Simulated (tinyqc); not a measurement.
Worked calculation: ion-assisted plasma etching: sheath, surface coverage, synergy and aspect-ratio dependence. Computed by tinyqc, a small Python program that keeps every step. Command: `OMP_NUM_THREADS=1 python tinyqc.py 3021973 3021974 out.jsonl etch walk`. One thread of a shared host (Intel(R) Xeon(R) Processor @ 2.30GHz), about 0.07 s of CPU time with the checks. Intermediate numbers are printed to about 5 digits and carried at full precision; extremes and crossings named in words are read from the listed rows.

Radicals adsorb on bare sites; ions remove covered sites with a high yield and bare sites by sputtering; a slow spontaneous reaction acts everywhere, walls included.

Inputs (values chosen for the exercise, close to those used for silicon dioxide in a fluorocarbon plasma):
```
quantity                                value       unit
plasma density n_e                    9.3e+10     1/cm^3
electron temperature T_e                  3.1         eV
ion mass M_i                               69          u
sheath voltage V                          120          V
radical density n                     8.8e+12     1/cm^3
radical mass M_n                           19          u
gas temperature T_g                       300          K
sticking coefficient s                   0.25          -
radicals per removed unit x                 4          -
yield slope b                            0.33  eV^(-1/2)
threshold E_th                             28         eV
sputter slope b_p                       0.011  eV^(-1/2)
sputter threshold E_p                      27         eV
spontaneous reaction probability k_c  4.3e-06          -
solid density N                       2.2e+22     1/cm^3
ion temperature T_i                       0.1         eV
aspect ratio A                             24          -
```

Feature: long trench.

Constants: e = 1.602176634e-19 C; u = 1.6605390666e-27 kg; k_B = 1.380649e-23 J/K; eps_0 = 8.8541878128e-12 F/m.

## Fluxes

Bohm speed u_B = sqrt(e T_e/M_i); ion flux G_i = 0.61 n_e u_B; radical flux G_n = n c/4 with c = sqrt(8 k_B T_g/(pi M_n)).

Bohm speed = 2.0820e+05 cm/s

ion flux G_i = 1.1811e+16 1/(cm^2 s)

radical speed c = 57819 cm/s

radical flux G_n = 1.2720e+17 1/(cm^2 s)

flux ratio G_n/G_i = 10.769

## Sheath and ion angles

Debye length lambda_D = sqrt(eps_0 T_e/(e n_s)) with n_s = 0.61 n_e, T_e in volts; Child-law sheath d = (sqrt2/3) lambda_D (2 V/T_e)^(3/4); ion energy E = V + T_e/2; angular spread = arctan(sqrt(T_i/E)).

Debye length = 54.953 um

sheath thickness = 676.12 um

ion energy E = 121.55 eV

angular spread = 1.6430 degrees

## Yields

Yields: Y = b (sqrt(E) - sqrt(E_th)) on covered sites, Y_p = b_p (sqrt(E) - sqrt(E_p)) on bare ones (zero below threshold).

yield Y = 1.8920

sputter yield Y_p = 0.064117

## Open-field etch rate

Steady coverage: s G_n (1 - theta) = x Y G_i theta; removal flux = Y G_i theta + Y_p G_i (1 - theta) + k_c G_n; rate = flux/N, 1 cm/s = 6e8 nm/min. Lateral rate = k_c G_n/N; anisotropy = 1 - lateral/vertical; synergy = vertical/(ions alone + radicals alone), with ions alone Y_p G_i/N and radicals alone the lateral rate.

coverage theta = 0.26240

vertical rate = 175.18 nm/min

lateral rate = 0.014917 nm/min

anisotropy = 0.99991

synergy = 8.4754

Ions and radicals both limit the rate.

## Rate at the floor of the feature

Transmission of a long trench, rough form: K = (1 + ln(1 + A))/(1 + A + ln(1 + A)), walls that scatter diffusely without loss. With a loss probability S = s (1 - theta) at the floor, G_b/G_n = K/(K + S - K S); theta follows G_b, and the two are solved together. Ions are taken to reach the floor unshadowed; G_b replaces G_n in every term of the rate; A is depth over width.

transmission K = 0.14951

G_b/G_n = 0.44919

coverage at the floor = 0.13778

rate at the floor = 101.79 nm/min

floor rate over open-field rate = 0.58107

The lag is 42 %. Caution: at this aspect ratio many ions strike the walls, so ion shadowing, left out here, adds to the lag. Caution: the trench transmission is an interpolation between the limits 1 and ln(A)/A, good to tens of per cent.

## Etch lag against aspect ratio

The formulas are those given above.

Floor of the feature:
```
A            K  G_b/G_n    theta  rate (nm/min)  relative rate
0.5    0.73760  0.93747  0.25010         167.93        0.95864
1.0    0.62869  0.89939  0.24240         163.40        0.93276
2.0    0.51203  0.84518  0.23117         156.78        0.89500
5.0    0.35830  0.73822  0.20800         143.14        0.81711
10.0   0.25361  0.62420  0.18171         127.66        0.72873
20.0   0.16821  0.48692  0.14765         107.60        0.61423
50.0   0.08978  0.30423  0.09766          78.16        0.44619
100.0  0.05317  0.19360  0.06443          58.60        0.33450
```

K falls by a factor 13.9 over the rows and the rate by 2.87. Among these rows the rate stays within 10 % of the open-field value up to A = 1, and falls further as fewer radicals reach the floor. Caution: rows with A above about 1/(2 tan(ion spread)) or 1/sqrt(k_c), often 10 to 30, are formal: ion shadowing, radical loss on the walls, redeposition of sputtered material and, in fluorocarbon plasmas, polymer growth are left out and add to the lag.

## Yield per ion against the flux ratio

The ion flux is fixed and the radical flux set by the ratio; the removal per ion is the removal flux over G_i.

Open field:
```
G_n/G_i    theta  rate (nm/min)  removal per ion
0.3      0.00981          26.43           0.0821
1        0.03198          39.48           0.1226
3        0.09016          73.75           0.2289
10       0.24831         166.88           0.5180
30       0.49774         313.78           0.9741
100      0.76762         472.79           1.4677
300      0.90834         555.92           1.7258
1000     0.97062         593.56           1.8426
3000     0.99001         607.75           1.8867
```

Coverage reaches one half at G_n/G_i = x Y/s = 30.3. Below that the ion-assisted part follows the radical flux, on top of the sputter floor Y_p = 0.0641; above it the ion-assisted part saturates at Y = 1.89 per ion.

Checks made by the program: series form 1/R = 1/(Y G_i) + x/(s G_n) of the ion-assisted part (relative difference below 1e-10).
